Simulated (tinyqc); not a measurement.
# Dose and depth of a threshold implant

Problem. A sheet of D acceptors per cm^2 lies at depth xi inside the depleted layer of a body doped Na. In the depletion approximation VT = Vfb + f2 + q D/Cox + gamma sqrt(f2 + Vsb - q D xi/(eps0 eps_r)), gamma = sqrt(2 eps0 eps_r q Na)/Cox, Cox = eps0 eox/tox. Find gamma, D and xi.

Inputs (values chosen for the exercise); band and dielectric values close to those of silicon:
- eps_r = 11.5 (relative permittivity)
- Na = 6.3e15 cm^-3 (acceptor density deep in the body)
- eox = 3.9 (relative permittivity of the gate insulator (close to silicon dioxide))
- tox = 2.3 nm (insulator thickness)
- Vfb = -0.55 V (flat-band voltage)
- f2 = 0.612 V (band bending 2 phiF at threshold)

Constants: q = 1.602176634e-19 C, eps0 = 8.8541878128e-14 F/cm where lengths are in cm. Results are converted to the units shown.

VT against the source at Vsb = 0 and 1.4 V (V): [0.14592775, 0.16638953]

Answer. With y^2 = f2 - q D xi/(eps0 eps_r) and d the difference of the thresholds over gamma, sqrt(y^2 + Vsb) - y = d gives y = (Vsb - d^2)/(2 d). The first threshold then gives D, and y^2 gives xi.

gamma = 0.0302 V^0.5
D = 5.90e11 cm^-2
xi = 14.0 nm

tinyqc, about 0.4 s, one thread, Intel Xeon 2.30GHz (shared host): `OMP_NUM_THREADS=1 python tinyqc.py 2080034 2080035 out.jsonl`
